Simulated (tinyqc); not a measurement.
Pi bands of a honeycomb layer in tight binding: sweeps and comparisons. A value that a table varies takes the place of the one given here.

Lattice vectors a (1,0) and a (1/2, sqrt3/2); f = exp(i ky a/sqrt3) + 2 cos(kx a/2) exp(-i ky a/(2 sqrt3)), w = |f|. H = [[D - t2 F, -t f], [., -D - t2 F]] with F = w^2 - 3, S = [[1, s0 f], [., 1]]; the levels solve det(H - E S) = 0. K = (4 pi/3a, 0), M = (pi/a, pi/(sqrt3 a)); w = 3, 1, 0 at Gamma, M, K.

Constants: hbar^2/2m0 = 3.80998211 eV angstrom^2.

Parameters, chosen for this exercise (of the size used for graphene; shifted at random, so the results belong to these values and not to a real crystal):

| symbol | value | unit | meaning |
|---|---|---|---|
| a | 2.46 | angstrom | lattice constant |
| t | 2.7 | eV | nearest hopping |
| t2 | 0 | eV | second-neighbour hopping |
| s0 | 0 |  | overlap of neighbours |
| D | 0 | eV | +D on A, -D on B |

## How far the cone holds

Upper and lower levels at distance q from K towards Gamma (-x) and towards M (+x), measured from 3 t2; cone: sqrt(D^2 + (hbar v q)^2), hbar v = (sqrt3/2) a (t + 3 t2 s0).

Levels (eV):

| q (1/angstrom) | cone | upper, to Gamma | lower, to Gamma | upper, to M | lower, to M |
|---|---|---|---|---|---|
| 0.02 | 0.1150 | 0.1158 | -0.1158 | 0.1142 | -0.1142 |
| 0.05 | 0.2876 | 0.2925 | -0.2925 | 0.2823 | -0.2823 |
| 0.10 | 0.5752 | 0.5942 | -0.5942 | 0.5534 | -0.5534 |
| 0.15 | 0.8628 | 0.9038 | -0.9038 | 0.8121 | -0.8121 |
| 0.20 | 1.1504 | 1.2201 | -1.2201 | 1.0576 | -1.0576 |
| 0.30 | 1.7256 | 1.8685 | -1.8685 | 1.5050 | -1.5050 |
| 0.40 | 2.3009 | 2.5294 | -2.5294 | 1.8889 | -1.8889 |
| 0.60 | 3.4513 | 3.8489 | -3.8489 | 2.4439 | -2.4439 |

What can be read from the table?

At q = 0.2 the upper band lies +70 meV from the cone towards Gamma and -93 meV towards M; half their difference, 81 meV, is the trigonal warping, steeper towards Gamma, and their mean, -12 meV, comes from the bending of the band. All four values stay within 5 % of the cone up to q = 0.1. Upper and lower bands are mirror images.

## Fermi level against carrier density

hbar v = 5.75214 eV angstrom

Cone with four flavours: n = kF^2/pi, EF = sqrt(D^2 + (hbar v kF)^2), density of states 2 EF/(pi (hbar v)^2), quantum capacitance e^2 times it (1 e^2/(eV angstrom^2) = 1602.177 microF/cm^2), cyclotron mass 2c EF/(hbar v)^2, c = hbar^2/2m0; 1e12/cm^2 = 1e-4/angstrom^2.

Filling:

| n (1e12/cm^2) | kF (1/angstrom) | EF (eV) | Cq (microF/cm^2) | cyclotron mass (m0) |
|---|---|---|---|---|
| 0.10 | 0.00560 | 0.0322 | 0.994 | 0.0074 |
| 0.25 | 0.00886 | 0.0510 | 1.571 | 0.0117 |
| 0.50 | 0.01253 | 0.0721 | 2.222 | 0.0166 |
| 1.00 | 0.01772 | 0.1020 | 3.143 | 0.0235 |
| 2.00 | 0.02507 | 0.1442 | 4.445 | 0.0332 |
| 4.00 | 0.03545 | 0.2039 | 6.286 | 0.0470 |
| 10.00 | 0.05605 | 0.3224 | 9.939 | 0.0743 |
| 20.00 | 0.07927 | 0.4560 | 14.056 | 0.1050 |

What does this show, and why?

From 1 to 4e12/cm^2 EF rises by a factor 2.000, the square root of four. Capacitance and mass grow in proportion to EF counted from mid-gap, so hardly at all while a large gap term dominates it; in a parabolic band both are constant; Cq is 3.14 microF/cm^2 at 1e12/cm^2, against 3.45 for 1 nm of a dielectric with eps = 3.9.

## What each parameter does

Gap at K, difference at M, and the two levels at Gamma, from (e - E)^2 - D^2 - (t + s0 E)^2 w^2 = 0, e = -t2 (w^2 - 3). Each row changes one parameter from the base and keeps the others.

Results:

| case | gap at K (eV) | difference at M (eV) | lower at Gamma (eV) | upper at Gamma (eV) |
|---|---|---|---|---|
| base | 0.0000 | 5.4000 | -8.1000 | 8.1000 |
| t = 2.835 eV | 0.0000 | 5.6700 | -8.5050 | 8.5050 |
| t2 = 0.05 eV | 0.0000 | 5.4000 | -8.4000 | 7.8000 |
| s0 = 0.03 | 0.0000 | 5.4049 | -7.4312 | 8.9011 |
| D = 0.1 eV | 0.2000 | 5.4037 | -8.1006 | 8.1006 |
| a = 2.5092 angstrom | 0.0000 | 5.4000 | -8.1000 | 8.1000 |

What can be read from the table?

The largest shifts from the base row, up to three for each result and ties (the steps differ in size, so this ranks the rows, not the parameters). gap at K (eV): D +0.2000; unchanged at the printed digits by t, t2, s0 and a. difference at M (eV): t +0.2700, s0 +0.0049, D +0.0037; unchanged at the printed digits by t2 and a. lower at Gamma (eV): s0 +0.6688, t -0.4050, t2 -0.3000; unchanged at the printed digits by a. upper at Gamma (eV): s0 +0.8011, t +0.4050, t2 -0.3000; unchanged at the printed digits by a. At points fixed by symmetry a drops out; the gap at K is 2D whatever the hoppings.

Computed by tinyqc, a small Python program: `OMP_NUM_THREADS=1 python tinyqc.py 1450786 1450787 out.jsonl` (the numbers bound the seed that draws the inputs); one thread of a shared host (Intel(R) Xeon(R) Processor @ 2.30GHz), about 0.01 s for the whole set of steps.
